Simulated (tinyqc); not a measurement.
BCS gap equation with a constant attraction inside the Debye window. From one set of inputs to another, one input at a time. Computed by tinyqc, a small Python program. Command: `OMP_NUM_THREADS=1 python tinyqc.py 3002913 3002914 out.jsonl bcs ladder`. One thread of a shared host (Intel(R) Xeon(R) Processor @ 2.30GHz), about 0.02 s of CPU time with the checks.

Pairs attract with strength V for |xi| < k_B Theta; N(0) is the density of states for one spin. Energies are given as temperatures (E/k_B, in K) unless marked.

The inputs printed are set A. Set A is modelled on vanadium; the values taken over come from a set modelled on lead. Inputs not listed in the table keep their values of set A, so the rows need not describe a real material.

Inputs (values chosen for the exercise, modelled on vanadium):

| quantity | value | unit |
|---|---|---|
| coupling N(0)V | 0.228 | - |
| Debye temperature Theta | 382 | K |
| temperature T | 0.928 | K |
| Fermi velocity v_F | 290000 | m/s |
| electron density n | 7.52 | 1e28/m^3 |
| mean free path l | 480 | nm |

Solver: bisection.

Constants: k_B = 8.617333262e-05 eV/K; hbar = 1.054571817e-34 J s; k_B = 1.380649e-23 J/K; m_0 = 9.1093837015e-31 kg; eps_0 = 8.8541878128e-12 F/m; c = 299792458 m/s; e = 1.602176634e-19 C.

Method:
- At T = 0 the gap equation 1/(N(0)V) = int_0^Theta d xi/sqrt(xi^2 + Delta^2) has the integral arcsinh(Theta/Delta), so Delta_0 = Theta/sinh(1/(N(0)V)); weak coupling gives 2 Theta exp(-1/(N(0)V)).
- Gap equation: 1/(N(0)V) = I(Delta, T) = int_0^Theta tanh(E/2T)/E d xi, E = sqrt(xi^2 + Delta^2); 64 Gauss-Legendre points in y with xi = max(Delta, T) sinh(y).
- Residual r = N(0)V I - 1, with Delta_0 = Theta/sinh(1/(N(0)V)). Bisection between 0 and Delta_0. Stop when |r| < 1e-9 or after 40 steps.
- xi_0 = hbar v_F/(pi Delta_0); lambda_L = sqrt(m_0 eps_0 c^2/(n e^2)); N(0) = 3 n/(2 m_0 v_F^2) for one spin; condensation energy N(0) Delta_0^2/2 = B_c^2/(2 mu_0), mu_0 = 1/(eps_0 c^2); with scattering lambda = lambda_L sqrt(1 + xi_0/l) in the local limit (where xi_0 and l both exceed lambda, nonlocal response makes the true depth larger); Ginzburg-Landau kappa = 0.96 lambda_L/xi_0 + 0.72 lambda_L/l. Free-electron mass throughout; heavier carriers, as in niobium or vanadium, give a larger lambda_L and kappa and can make the metal type II.

Each row keeps all changes above it:

| input moved | from | to | Delta(T) (K) | coherence length xi_0 (nm) | critical field B_c(0) (mT) |
|---|---|---|---|---|---|
| set A | - | - | 9.514 | 74.11 | 178.67 |
| mean free path l (nm) | 480 | 120 | 9.514 | 74.11 | 178.67 |
| electron density n (1e28/m^3) | 7.52 | 13.2 | 9.514 | 74.11 | 236.72 |
| Fermi velocity v_F (m/s) | 290000 | 1800000 | 9.514 | 460.00 | 38.14 |
| coupling N(0)V | 0.228 | 0.369 | 51.059 | 85.71 | 204.68 |
| temperature T (K) | 0.928 | 3.82 | 51.059 | 85.71 | 204.68 |
| Debye temperature Theta (K) | 382 | 96.7 | 12.250 | 338.60 | 51.81 |

Delta(T) goes from 9.51 to 12.2, a factor 1.29 in all. The largest single move comes from coupling N(0)V (a factor 5.37), and Debye temperature Theta works against it (a factor 0.240). Coherence length xi_0 goes from 74.1 to 339, a factor 4.57 in all. The largest single move comes from Fermi velocity v_F (a factor 6.21), and coupling N(0)V works against it (a factor 0.186). Critical field B_c(0) goes from 179 to 51.8, a factor 0.290 in all. The largest single move comes from Fermi velocity v_F (a factor 0.161), and coupling N(0)V works against it (a factor 5.37). The single moves hold for this order of the switches; the total does not depend on the order.

Extremes, crossings and ranges named in words are read from the listed rows.
